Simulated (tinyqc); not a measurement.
Superjunction drift layer against a plain one, charge balance: two steps of the calculation.

Alternating n and p pillars of equal width wp, doping N and length Lp. When depleted, the lateral field peaks at Ex = q N wp/(2 eps0 eps_r) at the pillar junctions and a uniform vertical field Ey is added; breakdown is taken where Ex^2 + Ey^2 = Ef^2. Only the n pillars conduct, narrowed by the zero-bias depletion. A first-order model: the field peaks at the pillar ends are left out.

Parameters, values chosen for the exercise; values close to those of gallium nitride:
```
symbol,value,unit,meaning
eps_r,9.38,,relative permittivity of the semiconductor
E16,3.09,MV/cm,critical field at a doping of 1e16 cm^-3
mx,1120,cm^2/(V s),mobility at low doping
mi,57.9,cm^2/(V s),mobility at high doping
Nr,2e17,cm^-3,reference doping of the mobility
BV,1900,V,wanted breakdown voltage
dl,-2.2,%,charge imbalance (Nn - Np)/N
```

Constants: q = 1.602176634e-19 C, eps0 = 8.8541878128e-14 F/cm where lengths are in cm. Results are converted to the units shown.

Question 1. Thickness and resistance of the plain layer. Ec(N) = E16 (N/1e16 cm^-3)^(1/8), mu(N) = mi + (mx - mi)/(1 + (N/Nr)^0.9). W = 2 BV/Ec, Rsp = W/(q mu N).

N of the plain layer = 1.4224359e16 cm^-3

Find: mu; W; Rsp.

Answer 1.

mu = 1029.9 cm^2/(V s)
W = 11.768 um
Rsp = 0.50135 mohm cm^2

Question 2. Loss of breakdown voltage by imbalance. An imbalance dl leaves the mean net doping |dl| N/2, which tilts the vertical field by s = q |dl| N/(2 eps0 eps_r): BV(dl) = Ey Lp - s Lp^2/2, or Ey^2/(2 s) if the field reaches zero inside the pillar.

N = 2.9609384e17 cm^-3
Ey = 2.4084883 MV/cm
Lp = 7.8887657 um

Find: tilt s; BV(dl); loss.

Answer 2.

tilt s = 62.83 kV/(cm um)
BV(dl) = 1704 V
loss = 10.29 %

Computed by the program tinyqc: `OMP_NUM_THREADS=1 python tinyqc.py 2590017 2590018 out.jsonl`, one thread of a shared Intel Xeon 2.30GHz, about 0.01 s for the whole run.
